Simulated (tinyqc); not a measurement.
Inside a calculation: finite square well with mass mismatch (envelope functions). Values are carried at full precision from step to step, so a last printed digit may differ when a step is redone from the rounded ones.

A square well of width L and depth V0, mass mw inside and mb outside, energies from the bottom of the well, c = hbar^2/2m0. k = sqrt(mw E/c), kappa = sqrt(mb (V0 - E)/c). psi and psi'/m are continuous at the walls (BenDaniel-Duke), so level n solves k L + 2 atan[(k/mw)/(kappa/mb)] = n pi.

Constants: hbar^2/2m0 = 3.80998211 eV angstrom^2.

Parameters, chosen for this exercise (near those of a non-polar GaN well in AlN; the results hold for these values, not for the real material):
```
symbol   value  unit      meaning
L        47     angstrom  well width
V0       1.868  eV        barrier height
mw       0.197  m0        mass in the well
mb       0.309  m0        mass in the barrier
alpha_w  0.19   1/eV      non-parabolicity in the well
alpha_b  0.27   1/eV      non-parabolicity in the barrier
```

## How many levels are bound

At E = V0 the arctangent equals pi/2, so level n is bound if k0 L > (n - 1) pi with k0 = sqrt(mw V0/c). Compare with the infinitely deep well, E1(hard) = c (pi/L)^2/mw.

k0 = 0.31079 1/angstrom
k0 L/pi = 4.6495
number of bound levels = 5
E1(hard) = 0.0864 eV

The count does not depend on mb. One more level binds at L = 50.5 angstrom.

## The lowest level by bisection

f(E) = k L + 2 atan[(k/mw)/(kappa/mb)] - pi rises with E. Twelve halvings of [0, V0]: keep the half in which f changes sign.

Bisection:
```
step,low (eV),high (eV),midpoint (eV),k,kappa,f
1,0.00000,1.86800,0.93400,0.21976,0.27523,8.9810
2,0.00000,0.93400,0.46700,0.15539,0.33708,5.4140
3,0.00000,0.46700,0.23350,0.10988,0.36409,2.9070
4,0.00000,0.23350,0.11675,0.07770,0.37687,1.1356
5,0.00000,0.11675,0.05838,0.05494,0.38310,-0.1169
6,0.05838,0.11675,0.08756,0.06729,0.38000,0.5627
7,0.05838,0.08756,0.07297,0.06142,0.38155,0.2400
8,0.05838,0.07297,0.06567,0.05827,0.38233,0.0665
9,0.05838,0.06567,0.06202,0.05663,0.38271,-0.0238
10,0.06202,0.06567,0.06385,0.05746,0.38252,0.0217
11,0.06202,0.06385,0.06294,0.05705,0.38262,-0.0010
12,0.06294,0.06385,0.06339,0.05725,0.38257,0.0103
```

After twelve halvings the bracket is V0/4096 = 0.456 meV wide.

## Bound levels

Solve the condition for each n (six at most). With A = cos(kL/2) for even and sin(kL/2) for odd levels, the probability in the barriers is Pb = (A^2/kappa)/(A^2/kappa + L/2 +/- sin(kL)/(2k)), + for even.

Levels:
```
n,parity,E (eV),k (1/angstrom),kappa (1/angstrom),Pb
1,even,0.0630,0.05706,0.38261,0.0049
2,odd,0.2520,0.11414,0.36203,0.0197
3,even,0.5665,0.17114,0.32490,0.0452
4,odd,1.0026,0.22769,0.26493,0.0868
5,even,1.5418,0.28235,0.16266,0.1802
```

The lowest level lies at 73 % of the infinite-well value and decays into the barrier over 1/kappa = 2.6 angstrom. Above about 0.5 eV (from level 3 on) a parabolic band is a rough model.

## Mass in the plane and density of states

To first order in the in-plane energy, 1/m_par = (1 - Pb)/mw + Pb/mb for each subband. Each adds a step D = m_par/(2 pi c) to the density of states per area (spin included, one valley); 1/angstrom^2 = 1e16/cm^2.

Subbands:
```
n,m_par (m0),D (1e13/(eV cm^2))
1,0.1974,8.244
2,0.1984,8.289
3,0.2003,8.366
4,0.2034,8.497
5,0.2108,8.804
```

## Levels with energy-dependent masses

Non-parabolic bands: mw is replaced by mw (1 + alpha_w E) and mb by mb (1 - alpha_b (V0 - E)), in k, kappa and the matching condition alike.

Solve the same condition with the energy-dependent masses, and list the shift from the parabolic levels that exist in both.

Levels:
```
n,E (eV),mass inside,mass outside,shift (meV)
1,0.0677,0.1995,0.1588,4.7
2,0.2594,0.2067,0.1748,7.4
3,0.5488,0.2175,0.1989,-17.7
4,0.9081,0.2310,0.2289,-94.5
5,1.3131,0.2462,0.2627,-228.7
6,1.7329,0.2619,0.2977,-
```

Level 1 moves by +4.7 meV and level 5 by -228.7 meV. The lighter mass deep in the barrier hardens the wall for low levels; the heavier mass in the well wins higher up. The heavier mass inside raises k at E = V0, which binds further levels (1 of them among the six at most that are listed).

## Checks

- Lowest level by finite differences (200 cells across the well) against the matching condition, eV: both 0.0630.

(tinyqc, `OMP_NUM_THREADS=1 python tinyqc.py 1251597 1251598 out.jsonl`, Intel(R) Xeon(R) Processor @ 2.30GHz, 1 thread, shared host, about 0.01 s.)
